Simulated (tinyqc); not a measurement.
# From one set of inputs to another, one input at a time

Model: hopping conduction between localised states. Computed by tinyqc, a small Python program. Command: `OMP_NUM_THREADS=1 python tinyqc.py 3005421 3005422 out.jsonl hop ladder`. One thread of a shared host (Intel(R) Xeon(R) Processor @ 2.30GHz), about 0.02 s of CPU time with the checks.

Energies are counted from the Fermi level. A small network shows the mechanism; the laws of an infinite system follow.

The inputs printed are set A. Inputs not listed in the table keep their values of set A, so the rows need not describe a real material.

Inputs (values chosen for the exercise, for a model defective oxide):
```
quantity                                    value          unit
localisation length xi                        1.1            nm
density of states g_0                     1.3e+20   1/(eV cm^3)
permittivity eps                               12             -
activation energy E_a to extended states      0.1            eV
prefactor of activated conduction             200          S/cm
prefactor of hopping                          8.7          S/cm
conductance scale G_0                           1  microsiemens
temperature T                                  24             K
```

Dimension: 3D.

sites of the small network (nm, nm, meV):
```
      x     y  energy
1     0  2.82   -1.13
2  0.95  1.87   -1.15
3  2.63  1.77  -17.16
4  4.17  2.62    9.89
5   5.8  0.05  -15.45
6  6.75  0.63   -2.27
7  8.95  1.99   20.62
8    10   2.4    0.89
```

Constants: k_B = 8.617333262e-05 eV/K; e^2/(4 pi eps_0) = 14.39964548 eV angstrom.

Method:
- Miller-Abrahams exponent s_ij = 2 r_ij/xi + (|E_i| + |E_j| + |E_i - E_j|)/(2 k_B T); G_ij = G_0 exp(-s_ij). The diagonal is set to 0 and not used.
- Site 1 is held at potential 1 and site 8 at 0; Kirchhoff's law sum_j G_ij (u_i - u_j) = 0 fixes the others; G = sum_j G_1j (1 - u_j). G_ij = G_0 exp(-s_ij).
- Mott: T_M = 21.2/(k_B g_0 xi^3), exponent (T_M/T)^(1/4), mean hop r = (3/8) xi times the exponent. Efros-Shklovskii: T_ES = 2.8 e^2/(4 pi eps eps_0 k_B xi), exponent (T_ES/T)^(1/2). Coulomb gap width g_0^(1/2) (e^2/(4 pi eps eps_0))^(3/2). The numerical coefficients come from percolation theory and are given.
- sigma = s_1 exp(-E_a/k_B T) + s_2 exp(-larger of the two exponents); reduced activation energy w = d ln(sigma)/d ln(T) by a central difference of +/- 1 %.

Each row keeps all changes above it:
```
input moved                                       from     to  conductivity (S/cm)  conductance G (microsiemens)  hopping part (S/cm)
set A                                                -      -           1.4589e-06                    1.2649e-05           1.4589e-06
activation energy E_a to extended states (eV)      0.1   0.11           1.4589e-06                    1.2649e-05           1.4589e-06
localisation length xi (nm)                        1.1   0.97           3.1173e-07                    4.0299e-06           3.1173e-07
prefactor of hopping (S/cm)                        8.7  0.015           5.3747e-10                    4.0299e-06           5.3747e-10
temperature T (K)                                   24     21           3.0033e-10                    2.4883e-06           3.0033e-10
permittivity eps                                    12     15           3.0033e-10                    2.4883e-06           3.0033e-10
density of states g_0 (1/(eV cm^3))            1.3e+20  1e+20           9.0307e-11                    2.4883e-06           9.0307e-11
```

Where does the difference come from?

Conductivity goes from 1.46e-6 to 9.03e-11, a factor 6.19e-5 in all. The largest single move comes from prefactor of hopping (a factor 0.00172). Conductance G goes from 1.26e-5 to 2.49e-6, a factor 0.197 in all. The largest single move comes from localisation length xi (a factor 0.319). Hopping part goes from 1.46e-6 to 9.03e-11, a factor 6.19e-5 in all. The largest single move comes from prefactor of hopping (a factor 0.00172). The single moves hold for this order of the switches; the total does not depend on the order.

Extremes, crossings and ranges named in words are read from the listed rows.
